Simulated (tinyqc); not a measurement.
Bandgap voltage reference from two bipolar transistors: two steps of the calculation.

Two transistors of area 1 and N carry the same current I. Is(T) = Is (T/T0)^eta exp[(Vg0 q/kB)(1/T0 - 1/T)], VBE1 = Vt ln(I/Is(T)) + I rb, VBE2 = Vt ln(I/(N Is(T))) + I rb/N. The amplifier forces I R1(T) = VBE1 - VBE2 + Vos, with R(T) = R (1 + tc (T - T0)) for both resistors, and the output is Vref = VBE1 + I R2(T). Base currents and the Early effect are neglected.

Values chosen for this exercise; values of the order met in silicon bipolar transistors:
- T0 = 323 K (reference temperature)
- Vg0 = 1.2 V (band-gap voltage extrapolated to 0 K)
- eta = 3.3 (temperature exponent of the saturation current)
- Is = 6.3e-18 A (saturation current of the unit transistor at T0)
- N = 8 (area ratio of the second transistor)
- R1 = 21 kohm (resistor across which the difference of VBE falls, at T0)
- tc = 1900 ppm/K (temperature coefficient of both resistors)
- Vos = 1.4 mV (offset of the amplifier)
- rb = 60 ohm (series resistance of the unit transistor)
- R2 = 205.5 kohm (output resistor at T0)
- T = 253 K (temperature)

Constants: q = 1.602176634e-19 C, kB = 1.380649e-23 J/K. Results are converted to the units shown.

Question 1. Operating point at the reference temperature. Vt = kB T/q; I = (Vt ln N + Vos)/(R1(T) - rb (1 - 1/N)). Evaluate at T = T0.

Wanted: Vt; I; Is(T); VBE1; I R2; Vref.

Answer 1.

Vt = 0.027834 V
I = 2.8299 uA
Is(T) = 6.3000e-18 A
VBE1 = 0.74698 V
I R2 = 0.58154 V
Vref = 1.3285 V

Question 2. Operating point at another temperature. 

Wanted: Vt; I; Is(T); VBE1; I R2; Vref.

Answer 2.

Vt = 0.021802 V
I = 2.5743 uA
Is(T) = 1.8570e-23 A
VBE1 = 0.86069 V
I R2 = 0.45866 V
Vref = 1.3194 V

From T0 to T, VBE1 changes by 114 mV and I R2 by -123 mV, which leaves -9.17 mV in Vref.

tinyqc, about 0.03 s, one thread, Intel Xeon 2.30GHz (shared host): `OMP_NUM_THREADS=1 python tinyqc.py 2062045 2062046 out.jsonl`
